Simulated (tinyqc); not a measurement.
Inside a calculation. Method: MP2 on RHF in the 6-31g basis, for H2, spin multiplicity 1. One step of it, computed by the program tinyqc.

Task: Iteration 1: building the Fock matrix. J_ij = sum D_kl (ij|kl), K_ij = sum D_kl (ik|jl); F = H + J - 0.5 K; E = tr D H + tr D J / 2 - 0.25 tr D K + E_nn.

D at the start, lower triangle:
```
           1H 1s     1H 2s     2H 1s     2H 2s
1H 1s   0.271869
1H 2s   0.296821  0.324425
2H 1s  -0.006095  0.003253  0.271869
2H 2s   0.003253  0.014377  0.296821  0.324425
```

core Hamiltonian H = T + V (hartree), lower triangle:
```
           1H 1s      1H 2s      2H 1s      2H 2s
1H 1s  -1.011287
1H 2s  -0.945780  -0.941120
2H 1s  -0.898133  -0.822695  -1.011287
2H 2s  -0.822695  -0.879380  -0.945780  -0.941120
```

Two-electron integrals (ij|kl) in chemists' order, unique and non-zero (hartree):
```
(11|11) 1.076566   (21|11) 0.578470   (21|21) 0.329423   (22|11) 0.587396
(22|21) 0.361304   (22|22) 0.453150   (31|11) 0.463630   (31|21) 0.262256
(31|22) 0.283546   (31|31) 0.250391   (32|11) 0.371415   (32|21) 0.223531
(32|22) 0.266022   (32|31) 0.219116   (32|32) 0.211430   (33|11) 0.698775
(33|21) 0.425409   (33|22) 0.509383   (33|31) 0.463630   (33|32) 0.458555
(33|33) 1.076566   (41|11) 0.458555   (41|21) 0.261900   (41|22) 0.288577
(41|31) 0.219116   (41|32) 0.189998   (41|33) 0.371415   (41|41) 0.211430
(42|11) 0.494563   (42|21) 0.305618   (42|22) 0.387317   (42|31) 0.256877
(42|32) 0.249878   (42|33) 0.494563   (42|41) 0.249878   (42|42) 0.346115
(43|11) 0.425409   (43|21) 0.260167   (43|22) 0.318699   (43|31) 0.262256
(43|32) 0.261900   (43|33) 0.578470   (43|41) 0.223531   (43|42) 0.305618
(43|43) 0.329423   (44|11) 0.509383   (44|21) 0.318699   (44|22) 0.415539
(44|31) 0.283546   (44|32) 0.288577   (44|33) 0.587396   (44|41) 0.266022
(44|42) 0.387317   (44|43) 0.361304   (44|44) 0.453150
```

nuclear repulsion = 0.77365089 hartree

Give: Coulomb J; exchange K; Fock matrix F; total energy of this density.

Result:

Coulomb J (hartree), lower triangle:
```
        1H 1s   1H 2s   2H 1s   2H 2s
1H 1s  1.4484
1H 2s  0.8523  0.9950
2H 1s  0.7546  0.7009  1.4484
2H 2s  0.7009  0.8932  0.8523  0.9950
```

exchange K (hartree), lower triangle:
```
        1H 1s   1H 2s   2H 1s   2H 2s
1H 1s  1.0163
1H 2s  0.8287  0.7813
2H 1s  0.7782  0.7647  1.0163
2H 2s  0.7647  0.7584  0.8287  0.7813
```

Fock matrix F (hartree), lower triangle:
```
         1H 1s    1H 2s    2H 1s    2H 2s
1H 1s  -0.0710
1H 2s  -0.5078  -0.3368
2H 1s  -0.5326  -0.5042  -0.0710
2H 2s  -0.5042  -0.3654  -0.5078  -0.3368
```

total energy of this density = -0.815921 hartree

This density is the starting one; it is not idempotent, so its energy is not variational and may lie below the converged one.
